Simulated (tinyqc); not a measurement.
On-chip interconnect, size-dependent resistivity and RC delay: one step of the calculation.

A rectangular line between two neighbours and two ground planes. Surface and grain-boundary scattering are added to the bulk resistivity as corrections; capacitances are parallel-plate values without fringing; inductance is ignored.

Problem. Node voltages after a time step. A 1 V step is applied behind Rd at t = 0. C dv/dt = -G v + b, with G the conductance matrix of the ladder (1/Rs between neighbours, 1/Rd added at node 0) and b = (1 V/Rd, 0, ...). Trapezoidal step: (C/dt + G/2) v(new) = (C/dt - G/2) v + b.

Values chosen for this exercise: driver resistance Rd = 330 ohm; time step dt = 0.43 ps.

Rs = 47.399329 ohm
C, node 0 to 6 (fF): [0.39707627, 0.79415254, 0.79415254, 0.79415254, 0.79415254, 0.79415254, 0.66707627]
v at t = 1 dt, node 0 to 6 (V): [0.50689258, 0.33680459, 0.22568449, 0.15407735, 0.10944613, 0.08397679, 0.07321014]

Wanted: v at t = 2 dt.

Solution.

v at t = 2 dt, node 0 to 6 (V): [0.41457, 0.42167, 0.38465, 0.33595, 0.29212, 0.26110, 0.24640]

Computed by the program tinyqc: `OMP_NUM_THREADS=1 python tinyqc.py 2100156 2100157 out.jsonl`, one thread of a shared Intel Xeon 2.30GHz, about 0.01 s for the whole run.
